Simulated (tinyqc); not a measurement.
How thick the regions must be: ionisation potential and affinity of a slab from the planar-averaged potential.

A model of the planar-averaged electrostatic energy of an electron in a periodic cell of N1 periods of A (L1 = N1 n1 h) and N2 periods of vacuum (L2 = N2 n2 h), on z_j = j h: V(z) = f VA + (1 - f) VB + F t(z), VA = V1[0] + V1[1] cos(2 pi z/(n1 h)) + V1[2] cos(4 pi z/(n1 h)), VB the same with V2, n2 and z - L1. f = [tanh(z/w) - tanh((z - L1)/w) + tanh((z - L1 - L2)/w)]/2 + 1/2; t(z) = z - L1/2 in A and (L1/L2)(L1 + L2/2 - z) beyond, so that the cell is periodic.

Running mean over n points, periodic: for odd n the plain mean of the n points centred on j; for even n the n + 1 points with half weight at both ends. The macroscopic average applies the mean over n1 points and then over n2 points.

Parameters, chosen for this exercise (gap near that of Si; shifted at random, so the results belong to these values and not to a real crystal): h = 0.35 angstrom (grid step); n1 = 5 (grid points per period of A); n2 = 6 (grid points per period of the vacuum filter); V1 = (-8.48, 4.83, 0.73) eV (mean and two harmonics of the potential in A); V2 = (0, 0, 0) eV (the same in vacuum); w = 0.4 angstrom (width of the interfaces).

N1 = N2 = N, no slope (F = 0); dV is read at j = floor(N n1/2) and N n1 + floor(N n2/2). The exact value is V2[0] - V1[0].

Results:
```
N  L1 (angstrom)  dV (eV)  error (meV)
1           1.75   4.2702     -4209.81
2           3.50   8.1720      -308.02
3           5.25   8.4683       -11.67
4           7.00   8.4799        -0.05
5           8.75   8.4800         0.00
6          10.50   8.4800         0.00
```

What does the comparison show, and why?

The error is below 10 meV from N = 4 on. The two windows together span 3.85 angstrom and must fit between the interface tails, which fall as exp(-2 z/w); the errors at N = 2, 3 and 4 are -308.02, -11.67 and -0.05 meV.

Computed by tinyqc, a small Python program: `OMP_NUM_THREADS=1 python tinyqc.py 1850070 1850071 out.jsonl` (the numbers bound the seed that draws the inputs); one thread of a shared host (Intel(R) Xeon(R) Processor @ 2.30GHz), about 0.01 s for the whole set of steps.
